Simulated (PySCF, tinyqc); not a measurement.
FCI on RHF in the sto-6g basis, for H3-, spin multiplicity 1, step by step. The basis has no diffuse functions, so it cannot describe the extra electron: this is an exercise in the method, not the real anion. The lowest restricted solution is unstable here: a spin-polarised one lies 0.0947 hartree lower (PySCF). One step of it, computed by the program tinyqc.

Task: FCI: roots. Diagonalise (each vector has its largest component positive (the first on a tie)); all determinants have Ms = 0, so triplets appear too. The lowest singlet root is the correlation energy.

Occupation strings over the orbitals (2 doubly, a alpha, b beta, 0 empty; spin orbitals ordered 1a 1b 2a 2b ...): 220 2ab a2b 2ba b2a 202 ab2 ba2 022

H - E(HF) between determinants (hartree):
```
           220        2ab        a2b        2ba        b2a        202        ab2        ba2
220   0.000000   0.000000   0.000000   0.000000   0.000000   0.113795   0.000097  -0.000097
2ab   0.000000  -0.023090   0.000026  -0.113795   0.000097   0.000228  -0.111657   0.173866
a2b   0.000000   0.000026   0.477376   0.000097  -0.160391   0.111657  -0.000028  -0.000047
2ba   0.000000  -0.113795   0.000097  -0.023090   0.000026  -0.000228   0.173866  -0.111657
b2a   0.000000   0.000097  -0.160391   0.000026   0.477376  -0.111657  -0.000047  -0.000028
202   0.113795   0.000228   0.111657  -0.000228  -0.111657   0.166387  -0.000316   0.000316
ab2   0.000097  -0.111657  -0.000028   0.173866  -0.000047  -0.000316   0.493348  -0.121450
ba2  -0.000097   0.173866  -0.000047  -0.111657  -0.000028   0.000316  -0.121450   0.493348
022   0.160391  -0.000047   0.025921   0.000047  -0.025921   0.121450  -0.000059   0.000059

           022
220   0.160391
2ab  -0.000047
a2b   0.025921
2ba   0.000047
b2a  -0.025921
202   0.121450
ab2  -0.000059
ba2   0.000059
022   0.985840
```

Give: lowest roots of this matrix, relative to E(HF); lowest vectors; <S^2> of these roots; weight of the ground state by excitation level 0, 1, 2, ....

Result:

lowest roots of this matrix, relative to E(HF) (hartree): [-0.144, -0.073, -0.035, 0.149, 0.317, 0.379, 0.671, 0.740]

lowest vectors, order 220, 2ab, a2b, 2ba, b2a, 202, ab2, ba2, 022:
$$\begin{pmatrix}
0.000 & 0.885 & 0.000 & 0.434 \\
0.702 & 0.000 & 0.647 & 0.000 \\
0.000 & 0.073 & 0.000 & -0.182 \\
0.702 & 0.000 & -0.647 & 0.000 \\
0.000 & -0.073 & 0.000 & 0.182 \\
0.000 & -0.445 & -0.001 & 0.841 \\
-0.085 & 0.000 & 0.285 & 0.001 \\
-0.085 & 0.000 & -0.285 & -0.001 \\
0.000 & -0.087 & 0.000 & -0.194
\end{pmatrix}$$

<S^2> of these roots: [2.000, 0.000, 0.000, 0.000, 2.000, 2.000, 0.000, 0.000]

weight of the ground state by excitation level 0, 1, 2, ...: [0.000, 0.986, 0.014]

The lowest root is not a singlet, so the reference has no weight in it by spin; the weights shown are those of that root. A root of higher spin lies below E(HF).
